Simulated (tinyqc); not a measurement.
Ion-assisted plasma etching: sheath, surface coverage, synergy and aspect-ratio dependence. Changing the sticking coefficient s. Computed by tinyqc, a small Python program. Command: `OMP_NUM_THREADS=1 python tinyqc.py 3029499 3029500 out.jsonl etch sweep`. One thread of a shared host (Intel(R) Xeon(R) Processor @ 2.30GHz), about 0.01 s of CPU time with the checks.

Radicals adsorb on bare sites; ions remove covered sites with a high yield and bare sites by sputtering; a slow spontaneous reaction acts everywhere, walls included.

Inputs (values chosen for the exercise, close to those used for silicon dioxide in a fluorocarbon plasma): plasma density n_e = 2e+10 1/cm^3; electron temperature T_e = 4.6 eV; ion mass M_i = 40 u; sheath voltage V = 170 V; radical density n = 8.2e+12 1/cm^3; radical mass M_n = 31 u; gas temperature T_g = 500 K; radicals per removed unit x = 2; yield slope b = 0.26 eV^(-1/2); threshold E_th = 9.4 eV; sputter slope b_p = 0.015 eV^(-1/2); sputter threshold E_p = 31 eV; spontaneous reaction probability k_c = 3.2e-06; solid density N = 2.2e+22 1/cm^3; ion temperature T_i = 0.43 eV; aspect ratio A = 1.1.

Feature: round hole.

Constants: e = 1.602176634e-19 C; u = 1.6605390666e-27 kg; k_B = 1.380649e-23 J/K; eps_0 = 8.8541878128e-12 F/m.

Method:
- Bohm speed u_B = sqrt(e T_e/M_i); ion flux G_i = 0.61 n_e u_B; radical flux G_n = n c/4 with c = sqrt(8 k_B T_g/(pi M_n)).
- Debye length lambda_D = sqrt(eps_0 T_e/(e n_s)) with n_s = 0.61 n_e, T_e in volts; Child-law sheath d = (sqrt2/3) lambda_D (2 V/T_e)^(3/4); ion energy E = V + T_e/2; angular spread = arctan(sqrt(T_i/E)).
- Yields: Y = b (sqrt(E) - sqrt(E_th)) on covered sites, Y_p = b_p (sqrt(E) - sqrt(E_p)) on bare ones (zero below threshold).
- Steady coverage: s G_n (1 - theta) = x Y G_i theta; removal flux = Y G_i theta + Y_p G_i (1 - theta) + k_c G_n; rate = flux/N, 1 cm/s = 6e8 nm/min.
- Lateral rate = k_c G_n/N; anisotropy = 1 - lateral/vertical; synergy = vertical/(ions alone + radicals alone), with ions alone Y_p G_i/N and radicals alone the lateral rate.
- Transmission of a round hole: K = 1/(1 + 3A/4), walls that scatter diffusely without loss. With a loss probability S = s (1 - theta) at the floor, G_b/G_n = K/(K + S - K S); theta follows G_b, and the two are solved together. Ions are taken to reach the floor unshadowed; G_b replaces G_n in every term of the rate; A is depth over diameter.

One run for each value:
```
sticking coefficient s  vertical rate (nm/min)  coverage theta  floor rate over open-field rate  G_b/G_n
0.010                                    27.37         0.05334                          0.99603  0.99225
0.019                                    39.40         0.09671                          0.99139  0.98602
0.037                                    60.42         0.17252                          0.98372  0.97526
0.072                                    92.62         0.28862                          0.97448  0.95899
0.140                                   134.88         0.44099                          0.96755  0.93775
0.270                                   179.92         0.60340                          0.96687  0.91480
0.520                                   219.35         0.74556                          0.97240  0.89404
1.000                                   248.12         0.84928                          0.98056  0.87820
```

What does the table show, and why?

Over the rows, vertical rate (nm/min) rises from 27.4 to 248 (exponent d ln y / d ln x 0.57 between the first rows and 0.19 between the last); coverage theta rises from 0.0533 to 0.849 (exponent d ln y / d ln x 0.93 between the first rows and 0.20 between the last); floor rate over open-field rate goes from 0.996 through a minimum among these rows, 0.967 at 0.270, to 0.981. A stickier floor draws the radical supply down, which adds lag, until the coverage saturates and the rate depends less on the supply.

Extremes, crossings and ranges named in words are read from the listed rows.
